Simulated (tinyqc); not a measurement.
Inside a calculation. Model: precursor delivery by bubblers, mass-transport growth and the solid composition of a III-V alloy. Computed by tinyqc, a small Python program that keeps every step. Command: `OMP_NUM_THREADS=1 python tinyqc.py 3028404 3028405 out.jsonl movpe_thermo walk`. One thread of a shared host (Intel(R) Xeon(R) Processor @ 2.30GHz), about 0.01 s of CPU time with the checks. Intermediate numbers are printed to about 6 digits and carried at full precision; extremes and crossings named in words are read from the listed rows.

1 sccm = 44.615 micromol/min; 1 torr = 133.322 Pa. The sources decompose fully at the surface.

Inputs (values chosen for the exercise, modelled on trimethylgallium (source 1) and trimethylindium (source 2) for the vapour pressures):

| quantity | value | unit |
|---|---|---|
| bath temperature T1 | 271 | K |
| bath temperature T2 | 304 | K |
| bubbler pressure p_b | 600 | torr |
| carrier flow F1 | 19 | sccm |
| carrier flow F2 | 320 | sccm |
| total flow F_t | 15 | slm |
| group-V flow F_V | 110 | sccm |
| reactor pressure p | 100 | torr |
| growth temperature T | 1010 | K |
| diffusivity at 273 K and 760 torr | 0.48 | cm^2/s |
| flow cross-section A | 77 | cm^2 |
| distance from the leading edge z | 15 | cm |
| lattice constant a | 5.84 | angstrom |
| interaction L0 of the solid | 13 | kJ/mol |
| log10 of p_B,eq over pure BC at 1000 K and 1 torr of group V (exaggerated: liquid indium has about -4.1) | -3.4 | log10 torr |
| enthalpy of that equilibrium H | 298 | kJ/mol |

Alloy: mixing on the group-III sites, with desorption of B.

constants a, b of source 1 (log10 torr, K): 8.091  1703

constants a, b of source 2 (log10 torr, K): 10.55  3014

Constants: k_B = 1.380649e-23 J/K; R = 8.314462618 J/(mol K).

## Bubblers

log10 p_v = a - b/T_bath; molar flow = F x 44.615 x p_v/(p_b - p_v) for a saturated bubbler.

vapour pressure 1 = 64.1013 torr

molar flow 1 = 101.396 micromol/min

vapour pressure 2 = 4.32042 torr

molar flow 2 = 103.549 micromol/min

One kelvin of bath error changes flow 1 by 6.0 % and flow 2 by 7.6 %.

## Partial pressures in the reactor

p_i = p n_i/(44615 F_t), F_t in slm; p_V = p F_V/(1000 F_t), counted per molecule supplied; V/III = 44.615 F_V/(n1 + n2); vapour fraction of source 2 = n2/(n1 + n2).

p_1 = 0.0151512 torr

p_2 = 0.0154729 torr

p_V = 0.733333 torr

V/III ratio = 23.9463

vapour fraction of source 2 = 0.505253

## Mass transport

Mean velocity u = (F_t/A)(760/p)(T/273); D = D0 (T/273)^1.75 (760/p); boundary layer delta = sqrt(pi D z/u); flux = D dp/(delta k_B T); growth rate = flux x a^3/4.

velocity u = 91.2897 cm/s

D = 36.0025 cm^2/s

boundary layer delta = 4.31098 cm

growth rate per torr of group III = 143.131 micrometre/(h torr)

Caution: the boundary layer is a quarter or more of the root of the cross-section, so it fills much of the channel and depletion along the flow matters.

## Solid composition

A sticks fully. B desorbs: its surface pressure is p_B* = x gamma_B K/sqrt(p_V), ln gamma_B = L0 (1 - x)^2/(R T), K = 10^(log10 K at 1000 K) exp[-(H/R)(1/T - 1/1000)], p_V in torr. With equal diffusivities x = (p_2 - p_B*)/(p_1 + p_2 - p_B*). Growth rate = rate per torr x p_1/(1 - x).

K/sqrt(p_V) = 6.62925e-04 torr

solid fraction x = 0.497250

share of B incorporated, 1 - p_B*/p_2 = 0.968494

growth rate = 4.31349 micrometre/h

Only 97 % of the B supplied is built in; more group V or a lower T would raise it.

## Incorporation against temperature

A sticks fully. B desorbs: its surface pressure is p_B* = x gamma_B K/sqrt(p_V), ln gamma_B = L0 (1 - x)^2/(R T), K = 10^(log10 K at 1000 K) exp[-(H/R)(1/T - 1/1000)], p_V in torr. With equal diffusivities x = (p_2 - p_B*)/(p_1 + p_2 - p_B*).

At fixed flows:

| T (K) | K/sqrt(p_V) (torr) | x | share of B incorporated, 1 - p_B*/p_2 |
|---|---|---|---|
| 940 | 4.71845e-05 | 0.504674 | 0.997685 |
| 989 | 3.12049e-04 | 0.501479 | 0.985019 |
| 1035 | 1.56215e-03 | 0.486267 | 0.926856 |
| 1069 | 4.69951e-03 | 0.445841 | 0.787809 |
| 1108 | 1.52959e-02 | 0.295785 | 0.411288 |
| 1147 | 4.59458e-02 | 0.099426 | 0.108107 |
| 1193 | 1.53288e-01 | 0.028456 | 0.028680 |
| 1261 | 7.74639e-01 | 0.005831 | 0.005743 |

x equals the vapour fraction 0.505 while gamma_B K/sqrt(p_V) is small against p_1 + p_2 = 0.031 torr and falls once it is not. Between the last rows the apparent energy R d ln x/d(1/T) is 292 kJ/mol, against H = 298.

Checks made by the program: the sensitivity to the bath against a difference (relative difference below 1e-10).
